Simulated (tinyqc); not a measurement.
n-type polysilicon, carrier trapping at grain boundaries: one step of the calculation.

One-dimensional grains of size Lg, uniform ionised doping N, monovalent traps Qt at each boundary at a depth Et below (for electrons) or above (for holes) the band edge there, abrupt depletion of width W on each side of a boundary, Boltzmann statistics. xi is the distance from the band edge at the grain centre to the Fermi level. Trapped charge Qt/(1 + exp((xi + VB - Et)/Vt)) = 2 N W, barrier VB = q N W^2/(2 eps0 eps_r).

Task. New W. Partly depleted grain, xi = Vt ln(NB/N): f = 1/(1 + exp((xi + VB - Et)/Vt)), g = Qt f - 2 N W, g' = -2 Qt f (1 - f) VB/(W Vt) - 2 N, W(new) = W - g/g'.

Values chosen for this exercise; values of the order met in polycrystalline silicon: temperature T = 350 K; relative permittivity eps_r = 11.7; conduction-band density of states at T NB = 3.53e19 cm^-3; trap density of a grain boundary Qt = 4.1e12 cm^-2; depth of the trap level from the majority band edge at the boundary Et = 0.43 eV; doping N = 6.6e18 cm^-3.

Constants: q = 1.602176634e-19 C, kB = 1.380649e-23 J/K, Vt = kB T/q, eps0 = 8.8541878128e-14 F/cm where lengths are in cm. Results are converted to the units shown.

W at the start = 1.9 nm

Wanted: VB; f; g; g'; W after iteration 1.

Result.

VB = 0.018425 V
f = 0.99999
g = 1.5920e12 cm^-2
g' = -1.3200e12 cm^-2/nm
W after iteration 1 = 3.1060 nm

Numbers from tinyqc (`OMP_NUM_THREADS=1 python tinyqc.py 2830229 2830230 out.jsonl`; about 0.01 s on one thread of a shared Intel Xeon 2.30GHz).
